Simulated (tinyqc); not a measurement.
Inside a calculation. Model: capacitance measurement on a leaky thin oxide: effects of series resistance and leakage.

Computed by the program tinyqc: `OMP_NUM_THREADS=1 python tinyqc.py 2022116 2022117 out.jsonl`, one thread of a shared Intel Xeon 2.30GHz, about 0.01 s for the whole run. Printed values are rounded.

The device is a capacitance C in parallel with a leakage conductance G, in series with Rs and Ls. An impedance meter reports either a parallel pair (Cp, Gp) from Y = 1/Z = Gp + i w Cp or a series pair (Cs, Rm) from Z = Rm + 1/(i w Cs); w = 2 pi f, dissipation D = Gp/(w |Cp|).

Inputs (values chosen for the exercise); values of the order met in thin-oxide MOS capacitors: relative permittivity of the gate insulator (close to silicon dioxide) eox = 3.9; insulator thickness tox = 1.7 nm; gate area A = 400 um^2; oxide-equivalent thickness added by the accumulation layer zc = 0.52 nm; oxide-equivalent thickness added by gate depletion zp = 0 nm; gate leakage current density, not matched to the thickness Jg = 0.4 A/cm^2; voltage for an e-fold rise of the leakage Vs = 0.44 V; series resistance Rs = 330 ohm; series inductance Ls = 0 nH; measuring frequency f = 2e5 Hz.

Constants: eps0 = 8.8541878128e-14 F/cm where lengths are in cm. Results are converted to the units shown.

## True capacitance and conductance

EOT = 3.9 tox/eox; CET = EOT + zc + zp; C = 3.9 eps0 A/CET; G = Jg A/Vs.

EOT = 1.7 nm
CET = 2.22 nm
C = 6.22186 pF
G = 3.63636 uS

## What the meter reports

Z = Rs + i w Ls + 1/(G + i w C).

Z = (0.49236-1.05154i) x 1e5 ohm
Cp = 6.20691 pF
Gp = 3.65211 uS
Cs = 7.56771 pF
D = 0.468228

Cp is 0.24 % below C and Cs is 22 % above it; G Rs = 0.00120, w C Rs = 0.00258 and G/(w C) = 0.465.
